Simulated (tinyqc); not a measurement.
# Worked calculation: quantum point contact as a saddle point

Program tinyqc, `OMP_NUM_THREADS=1 python tinyqc.py 2740039 2740040 out.jsonl`; Intel Xeon 2.30GHz, shared host, one thread, about 0.04 s. Printed values are rounded.

Potential V0 - m wx^2 x^2/2 + m wy^2 y^2/2; energies are counted from V0. Mode n = 0, 1, ... transmits T_n(E) = 1/(1 + exp(-2 pi (E - E_n)/wx)), E_n = wy (n + 1/2); each mode carries 2 q^2/h.

Values chosen for this exercise: temperature T = 1.5 K; transverse quantum hbar wy wy = 4 meV; curvature of the barrier hbar wx wx = 1.1 meV; Fermi level above the saddle point mu = 12.42 meV; points of the energy grid nE = 13; half-range of the grid in kB T xm = 6.

Constants: q = 1.602176634e-19 C, kB = 1.380649e-23 J/K, h = 6.62607015e-34 J s, Vt = kB T/q. Results are converted to the units shown.

## Transmissions at the Fermi level

At zero temperature g = G/(2 q^2/h) = sum T_n(mu); Fano factor sum T_n (1 - T_n)/sum T_n. Modes beyond those listed are in the sums but add less than 1e-4 to g.

```
mode  E_n (meV)      T_n
0        2.0000  1.00000
1        6.0000  1.00000
2       10.0000  1.00000
3       14.0000  0.00012
4       18.0000  0.00000
```

g = 3.0001
G = 232.45 uS
Fano factor = 4.044e-5

## Thermal average on a coarse grid

g(T) = int g(E) (-df/dE) dE = int g(mu + x kB T) dx/(4 cosh^2(x/2)), g(E) the zero-temperature value at E, g = G/(2 q^2/h). Simpson's rule on nE equally spaced x from -xm to xm.

```
point         x  E (meV)     g(E)    weight
0      -6.00000  11.6444  2.99992  0.002467
1      -5.00000  11.7737  2.99996  0.006648
2      -4.00000  11.9030  2.99999  0.017663
3      -3.00000  12.0322  3.00000  0.045177
4      -2.00000  12.1615  3.00002  0.104994
5      -1.00000  12.2907  3.00006  0.196612
6       0.00000  12.4200  3.00012  0.250000
7       1.00000  12.5493  3.00025  0.196612
8       2.00000  12.6785  3.00053  0.104994
9       3.00000  12.8078  3.00110  0.045177
10      4.00000  12.9370  3.00230  0.017663
11      5.00000  13.0663  3.00480  0.006648
12      6.00000  13.1956  3.01000  0.002467
```

integral of the weight = 0.994350
g(T) = 2.98333
g(T) divided by the integral of the weight = 3.00028

A converged quadrature gives 3.0004; this grid is 0.57 % below that, and its weight integrates to 0.9944 in place of 1.
